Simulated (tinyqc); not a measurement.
What the shift does to the intrinsic density: temperature and isotope dependence of a band gap in oscillator models.

E(T) = E0 - sum_i sl_i th_i n_i(T), n = 1/(exp(th/T) - 1). The same coupling lowers the gap at 0 K by the zero-point term ZP = sum_i sl_i th_i/2, so the gap of the static lattice is E0 + ZP. Thermal expansion is taken as part of the slopes.

Constants: kB = 8.617333262e-05 eV/K; hbar^2/2m0 = 3.80998211 eV angstrom^2.

Inputs chosen for the exercise (near those of Si; not measured data): E0 = 1.164 eV (gap at 0 K); th = (176, 490) K (temperatures of two oscillators); sl = (0.1106, 0.2244) meV/K (their high-temperature slopes); mm = 1 m0 (geometric mean of the density-of-states masses).

ni = 2 (mm kT/(4 pi c))^(3/2) exp(-E/2kT), c = hbar^2/2m0, with E(T) and with E0; 1 angstrom^-3 = 1e24 cm^-3. Apparent gap from an Arrhenius plot of ni/T^(3/2): E(T) - T dE/dT, dE/dT = -sum sl_i (th_i/T)^2 n_i (1 + n_i).

Results:

| T (K) | E(T) (eV) | ni (cm^-3) | ni with E(T) / ni with E0 | apparent gap (eV) |
|---|---|---|---|---|
| 200 | 1.1398 | 5.95e+04 | 2.017 | 1.1884 |
| 300 | 1.1129 | 1.13e+10 | 2.685 | 1.1993 |
| 350 | 1.0982 | 3.92e+11 | 2.976 | 1.2030 |
| 400 | 1.0830 | 5.81e+12 | 3.236 | 1.2059 |
| 500 | 1.0518 | 2.70e+14 | 3.677 | 1.2102 |
| 700 | 0.9874 | 2.49e+16 | 4.321 | 1.2153 |

Give the missing row, T (K) = 250.

Computed row:
```
T (K)  E(T) (eV)  ni (cm^-3)  ni with E(T) / ni with E0  apparent gap (eV)
250       1.1269    8.35e+07                      2.364             1.1946
```

Using E0 in place of E(T) understates ni by a factor that rises from 2.02 to 4.32, towards exp(sum sl/2kB) = 7.0. The slope of an Arrhenius plot returns neither E(T) nor E0 but the intercept of the tangent, 1.1993 eV at 300 K, which lies 35 meV above E0 and tends to the static gap 1.2287 eV.

Computed by tinyqc, a small Python program: `OMP_NUM_THREADS=1 python tinyqc.py 1881189 1881190 out.jsonl` (the numbers bound the seed that draws the inputs); one thread of a shared host (Intel(R) Xeon(R) Processor @ 2.30GHz), about 0.01 s for the whole set of steps.
